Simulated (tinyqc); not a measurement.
Band bending at a free surface with a continuum of surface states, surface photovoltage and Kelvin probe: one step of the calculation.

n-type bulk, xi = Ec - EF = Vt ln(Nc/Nd), p0 = ni^2/Nd, ni = sqrt(Nc Nv) exp(-Eg/(2 Vt)), Eg in volts. b is the upward band bending, u = b/Vt. Space charge per area, in units of q: Qc = sign(b) sqrt((2 eps0 eps_r Vt/q) [(Nd + dn)(exp(-u) - 1) + Nd u + (p0 + dn)(exp(u) - 1)]), with dn the excess density under light (flat quasi-Fermi levels; 0 in the dark). The states hold -Ds (E0 - xi - b): negative while the Fermi level lies above the neutrality level. Neutrality: Qc + Qf + (charge of the states) = 0.

Problem. Band bending in the dark. Newton step: b(new) = b - (Qc + Qf - Ds (E0 - xi - b))/(dQc/db + Ds), dQc/db = (eps0 eps_r/q) [Nd (1 - exp(-u)) + p0 exp(u)]/Qc.

Inputs (values chosen for the exercise); band and dielectric values those of a made-up semiconductor: temperature T = 350 K; band gap Eg = 1.27 eV; relative permittivity eps_r = 12.4; conduction-band density of states at T Nc = 3.6e19 cm^-3; valence-band density of states at T Nv = 2.75e19 cm^-3; donor density Nd = 7.1e16 cm^-3; fixed positive charge at the surface Qf = 1.6e11 cm^-2; density of surface states Ds = 4.9e12 cm^-2 eV^-1; depth of their neutrality level below the conduction edge E0 = 0.4 eV.

Constants: q = 1.602176634e-19 C, kB = 1.380649e-23 J/K, Vt = kB T/q, eps0 = 8.8541878128e-14 F/cm where lengths are in cm. Results are converted to the units shown.

b after iteration 1 = 0.11809380 V

Give: b after iteration 2.

Solution.

b after iteration 2 = 0.11922 V

Program tinyqc, `OMP_NUM_THREADS=1 python tinyqc.py 2430024 2430025 out.jsonl`; Intel Xeon 2.30GHz, shared host, one thread, about 0.01 s.
